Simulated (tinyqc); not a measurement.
Changing the grain size L: grain-boundary trapping model (Seto) of a polycrystalline semiconductor film. Computed by tinyqc, a small Python program. Command: `OMP_NUM_THREADS=1 python tinyqc.py 3004288 3004289 out.jsonl poly sweep`. One thread of a shared host (Intel(R) Xeon(R) Processor @ 2.30GHz), about 0.01 s of CPU time with the checks.

Grains of equal size L are joined by thin boundaries with one trap level. Trapped carriers deplete a width W on each side and raise a barrier, crossed by thermionic emission. Dopants are fully ionised, statistics are non-degenerate and mu_g does not depend on T.

Inputs (values chosen for the exercise, modelled on polycrystalline ZnO): permittivity eps = 8.3; effective mass m = 0.3 m_0; effective density of states at 300 K, N_c = 3.7e+18 1/cm^3; trap density Q_t = 1e+12 1/cm^2; trap level E_t below the band edge = 0.4 eV; doping N = 6.8e+16 1/cm^3; mobility inside the grains mu_g = 150 cm^2/(V s); temperature T = 300 K.

Grain interior: resistance included.

Constants: k_B = 8.617333262e-05 eV/K; e = 1.602176634e-19 C; eps_0 = 8.8541878128e-12 F/m; m_0 = 9.1093837015e-31 kg; k_B = 1.380649e-23 J/K.

Method. N_c(T) = N_c (T/300 K)^(3/2). Filled traps Q = Q_t/(1 + (1/2) exp((E_t* - E_F)/k_B T)), where E_t* = e V_B - E_t and E_F are counted from the band edge at the grain centre. Partial depletion: Q = 2 N W, V_B = e N W^2/(2 eps eps_0), E_F = k_B T ln(N/N_c); solve for W. If that W would exceed L/2 the grain is fully depleted: W = L/2, Q = N L, and E_F follows from the trap equation. Centre density n_0 = N_c exp(E_F/k_B T). Boundary: sigma_b = L e^2 n_0 exp(-e V_B/k_B T)/sqrt(2 pi m k_B T); drift through the grain, depleted parts included: rho_g = [(1 - 2W/L) + (2W/L) int_0^1 exp(y^2 s^2) ds]/(e n_0 mu_g); rho = 1/sigma_b + rho_g. Mean carrier density n_av = n_0 [(1 - 2W/L) + (2W/L) (sqrt(pi)/2) erf(y)/y], y = sqrt(e V_B/k_B T); effective mobility 1/(e n_av rho).

One run for each value:
```
grain size L (nm)  resistivity rho (ohm cm)  barrier V_B (V)  effective mobility (cm^2/(V s))  depletion width W (nm)
10                               2.8181e+06          0.00185                       8.2019e+01                   5.000
18                               1.0972e+06          0.00600                       9.8807e+01                   9.000
32                               3.7122e+05          0.01898                       1.0269e+02                  16.000
56                               8.1854e+04          0.05811                       6.5014e+01                  28.000
100                              8.6228e+03          0.18531                       2.2488e+00                  50.000
180                              1.9121e+03          0.27414                       9.4459e-02                  60.814
320                              1.0758e+03          0.27414                       1.1795e-01                  60.814
560                              6.1503e+02          0.27414                       1.7726e-01                  60.814
1000                             3.4469e+02          0.27414                       2.9215e-01                  60.814
```

Describe and explain the trends.

Over the rows, resistivity rho (ohm cm) falls from 2.82e6 to 345 (exponent d ln y / d ln x -1.6 between the first rows and -1.00 between the last); barrier V_B (V) rises from 0.00185 to 0.274, flat over part of the range; effective mobility (cm^2/(V s)) lies between 0.0945 and 103 without a single trend. At the low end the exponent of barrier V_B is 2.00, close to 2: full depletion. At the high end the exponent of barrier V_B is 0.00, close to 0: partial depletion.

Extremes, crossings and ranges named in words are read from the listed rows.
